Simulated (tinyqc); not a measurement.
Frenkel-Kontorova chain: a misfit dislocation (kink) in a monolayer on a periodic substrate. Inputs raised by 5 %, one at a time. Computed by tinyqc, a small Python program. Command: `OMP_NUM_THREADS=1 python tinyqc.py 3029231 3029232 out.jsonl fkchain sens`. One thread of a shared host (Intel(R) Xeon(R) Processor @ 2.30GHz), about 0.09 s of CPU time with the checks.

E = sum_j [(k/2)(x_(j+1) - x_j - b)^2 + (W/2)(1 - cos(2 pi x_j/a))], x_j = a (j + u_j). A kink takes u from 0 to 1: the chain is stretched by one period and has one atom fewer than wells.

Inputs (values chosen for the exercise, for a model overlayer):
```
quantity              value           unit
spring constant k      1.49  eV/angstrom^2
substrate period a     3.88       angstrom
corrugation W           3.3             eV
misfit f = (b - a)/a   0.26              -
atoms on each side n     10              -
atomic mass M           178              u
```

Relaxation: Newton steps.

Constants: nu for 1 eV/(angstrom^2 u) = 15.6333042 THz.

Method:
- l0 = sqrt(k a^2/(2 W)); kink u(j) = (2/pi) arctan exp(pi j/l0); kink energy at f = 0: E0 = (4/pi) W l0; with misfit E0 - k a^2 f; kinks become favourable at f_c = 2/(pi l0), and a coherent chain with free ends loses stability at f_m = 1/l0. Lowest vibration of the flat chain: nu0 = 15.6333042 THz x sqrt(2 pi^2 W/(a^2 M)).
- Discrete chain at f = 0, ends held at u = 0 and 1: E = (k a^2/2) sum (u_(j+1) - u_j)^2 + (W/2) sum (1 - cos 2 pi u_j), gradient g_j = k a^2 (2 u_j - u_(j-1) - u_(j+1)) + pi W sin(2 pi u_j), Hessian 2 k a^2 + 2 pi^2 W cos(2 pi u_j) on the diagonal and -k a^2 beside it.
- Start as above (continuum shape at j + 1/2, j = -n..n-1, l0 = sqrt(k a^2/(2 W))). u(new) = u - H^-1 g; stop when the largest gradient is below 1e-9 eV.
- Repeat by Newton steps with an atom at the centre (j = -n..n, u_0 = 1/2). Barrier = difference of the two energies; the lowest Hessian eigenvalue tells minimum from saddle.

Runs:
```
input moved                        from      to  kink width l0  kink energy E0 (eV)  Peierls barrier (meV)  energy, centre between atoms (eV)
base run                              -       -         1.8435               7.7460                 659.11                             7.0230
spring constant k (eV/angstrom^2)  1.49  1.5645         1.8891               7.9373                 609.07                             7.2494
substrate period a (angstrom)      3.88   4.074         1.9357               8.1333                 560.73                             7.4799
corrugation W (eV)                  3.3   3.465         1.7991               7.9373                 746.23                             7.1408
misfit f = (b - a)/a               0.26   0.273         1.8435               7.7460                 659.11                             7.0230
atomic mass M (u)                   178   186.9         1.8435               7.7460                 659.11                             7.0230
```

Exponents ln(y'/y) / ln(x'/x):
```
input                 kink width l0  kink energy E0  Peierls barrier  energy, centre between atoms
spring constant k               0.5             0.5           -1.618                         0.650
substrate period a              1.0             1.0           -3.313                         1.292
corrugation W                  -0.5             0.5            2.545                         0.341
misfit f = (b - a)/a            0.0             0.0            0.000                         0.000
atomic mass M                   0.0             0.0            0.000                         0.000
```

Among the inputs moved here: kink width l0 answers most in size to substrate period a (exponent +1.000), next to spring constant k (+0.500); its exponent is below 0.0005 for misfit f = (b - a)/a, atomic mass M. kink energy E0 answers most in size to substrate period a (exponent +1.000), next to spring constant k (+0.500); its exponent is below 0.0005 for misfit f = (b - a)/a, atomic mass M. Its exponent +0.500 in spring constant k: the geometric mean of spring and corrugation. Its exponent +0.500 in corrugation W: the geometric mean of spring and corrugation. Peierls barrier answers most in size to substrate period a (exponent -3.313), next to corrugation W (+2.545); its exponent is below 0.0005 for misfit f = (b - a)/a, atomic mass M. energy, centre between atoms answers most in size to substrate period a (exponent +1.292), next to spring constant k (+0.650); its exponent is below 0.0005 for misfit f = (b - a)/a, atomic mass M.

Caution (all rows): a corrugation above 1 eV is larger than real overlayers usually show; it is chosen to keep the kink narrow. Caution (all rows): for l0 below about 3 the kink spans few atoms, and the continuum kink energy is off by about 2 per cent or more.
